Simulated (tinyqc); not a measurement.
# Changing the barrier height phi_B

Model: specific resistance of a metal-semiconductor contact and its transmission-line measurement. Computed by tinyqc, a small Python program. Command: `OMP_NUM_THREADS=1 python tinyqc.py 3023162 3023163 out.jsonl contact sweep`. One thread of a shared host (Intel(R) Xeon(R) Processor @ 2.30GHz), about 0.01 s of CPU time with the checks.

The barrier is parabolic (depletion approximation), energies E are normal energies counted from the band edge in the neutral semiconductor (downwards for holes), and the bias is zero. xi is an input, held fixed when other inputs move.

Inputs (values chosen for the exercise, modelled on n-type GaN):

| quantity | value | unit |
|---|---|---|
| tunnelling mass m | 0.19 | m_0 |
| permittivity eps | 9.7 | - |
| Richardson constant A* | 25.7 | A/(cm^2 K^2) |
| doping N | 7.3e+19 | 1/cm^3 |
| Fermi level above the band edge in the bulk, xi | 0.29 | eV |
| temperature T | 77 | K |

Image-force lowering: included.

Constants: hbar = 1.054571817e-34 J s; eps_0 = 8.8541878128e-12 F/m; m_0 = 9.1093837015e-31 kg; k_B = 8.617333262e-05 eV/K; e = 1.602176634e-19 C.

Method:
- E_00 = (e hbar/2) sqrt(N/(eps eps_0 m)); band bending E_b = phi_B + xi; depletion width w = sqrt(2 eps eps_0 E_b/(e^2 N)). Image lowering d_phi = (e^3 N E_b/(8 pi^2 (eps eps_0)^3))^(1/4) (E_b in volts), and E_b - d_phi replaces E_b everywhere except in w.
- WKB transmission for E < E_b, with a = E/E_b: D = exp{-(E_b/E_00) [sqrt(1 - a) - a ln((1 + sqrt(1 - a))/sqrt(a))]}; D = 1 above.
- At zero bias 1/rho_c = (e A*/k_B^2) int D(E) f(E) dE, f = 1/(1 + exp((E - xi)/k_B T)); 200 Gauss-Legendre points from 0 to E_b, and k_B T ln(1 + exp((xi - E_b)/k_B T)) for the part above the barrier; the share of tunnelling is the part below.

One run for each value:

| barrier height phi_B (eV) | specific contact resistance rho_c (ohm cm^2) | share of tunnelling (%) | depletion width (nm) |
|---|---|---|---|
| 0.35 | 3.2038e-09 | 100.00 | 3.0658 |
| 0.47 | 6.3140e-09 | 100.00 | 3.3409 |
| 0.60 | 1.4112e-08 | 100.00 | 3.6154 |
| 0.72 | 3.0938e-08 | 100.00 | 3.8514 |
| 0.85 | 7.4848e-08 | 100.00 | 4.0918 |
| 0.97 | 1.7317e-07 | 100.00 | 4.3017 |
| 1.10 | 4.3826e-07 | 100.00 | 4.5182 |

What does the table show, and why?

Over the rows, specific contact resistance rho_c (ohm cm^2) rises from 3.20e-9 to 4.38e-7 (exponent d ln y / d ln x 2.3 between the first rows and 7.4 between the last); share of tunnelling (%) does not change; depletion width (nm) rises from 3.07 to 4.52 (exponent d ln y / d ln x 0.29 between the first rows and 0.39 between the last). Between the last rows rho_c rises one decade per 322 meV, against ln(10) k_B T = 15 meV for pure thermionic emission and ln(10) E_00 coth(E_00/k_B T) = 269 meV with tunnelling. Left out: 0.100, 0.230 (the barrier vanishes).
